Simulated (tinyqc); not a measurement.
# Resonant-tunnelling diode, transfer matrices and Tsu-Esaki current: current against voltage

Emitter (band edge 0), barrier d1, well Lw, barrier d2, collector (edge -V). The bias drops linearly over these layers and none in the contacts; each layer is cut into ns equal slices, flat at the value of their centres. E is the energy of motion across the layers, C = hbar^2/(2 m0), psi and psi'/m are continuous. Transport is coherent, T(E) is taken as independent of the transverse momentum, and charge in the well is ignored.

For the pair (psi, psi'/m) a flat layer has M = [[cos kd, (m/k) sin kd], [-(k/m) sin kd, cos kd]] with k = sqrt(m (E - U)/C) above its edge U, and M = [[cosh Kd, (m/K) sinh Kd], [(K/m) sinh Kd, cosh Kd]] with K = sqrt(m (U - E)/C) below it. Later slices stand to the left. With M acting on (psi, psi'/m) and v = k/m in each lead, T(E) = 4 vL vR/[(vL vR M12 - M21)^2 + (vR M11 + vL M22)^2]. J = J0 times the integral over E > 0 of T(E) N(E), N = ln[(1 + exp((Ef - E)/Vt))/(1 + exp((Ef - V - E)/Vt))], J0 = q^2 mw m0 kB T/(2 pi^2 hbar^3) (times 1e-4 for A/cm^2 per eV). The integral is converged to the digits shown.

Values chosen for this exercise; masses and offsets of a made-up heterostructure: temperature T = 300 K; mass in the well, spacer and contacts mw = 0.25 m0; barrier height U1 = 1 eV; barrier mass m1 = 0.5 m0; emitter barrier d1 = 0.8 nm; well width Lw = 1.9 nm; collector barrier d2 = 0.8 nm; slices in each layer ns = 1; Fermi energy of both contacts above their band edges Ef = 0.14 eV.

Constants: q = 1.602176634e-19 C, kB = 1.380649e-23 J/K, hbar = 1.054571817e-34 J s, m0 = 9.1093837015e-31 kg, Vt = kB T/q, hbar^2/(2 m0) = 0.0380998212 eV nm^2. Results are converted to the units shown.

Results:
```
V (V),J (kA/cm^2)
0.034,98.00
0.08,248.7
0.125,418.3
0.171,590.9
0.217,725.3
0.309,625.4
0.355,23.51
0.4,12.04
0.446,9.769
0.492,9.279
```

Estimate the missing row, V = 0.263 V.

Computed row:
```
V (V),J (kA/cm^2)
0.263,772.3
```

With this row back in the table: Among the rows the current peaks at 772 kA/cm^2 at V = 0.263 V and falls to 9.28 kA/cm^2 at 0.492 V, a ratio of 83.2 (it is still falling in the last row, so the valley lies there or beyond). At zero bias the resonance lies at 0.169 eV and the centre of the well takes the share 0.500 of the bias, so the level should reach the emitter band edge near V = 0.338 V; beyond that only the tail of the broadened level (width 1.83 meV at zero bias) and off-resonant tunnelling carry current. Without scattering and space charge the valley comes out far lower than in a real diode. In 2 of the 11 rows the bias alone exceeds 0.4 V, so electrons enter the collector far above its band edge, where real bands are no longer parabolic.

Computed by the program tinyqc: `OMP_NUM_THREADS=1 python tinyqc.py 2600056 2600057 out.jsonl`, one thread of a shared Intel Xeon 2.30GHz, about 0.08 s for the whole run.
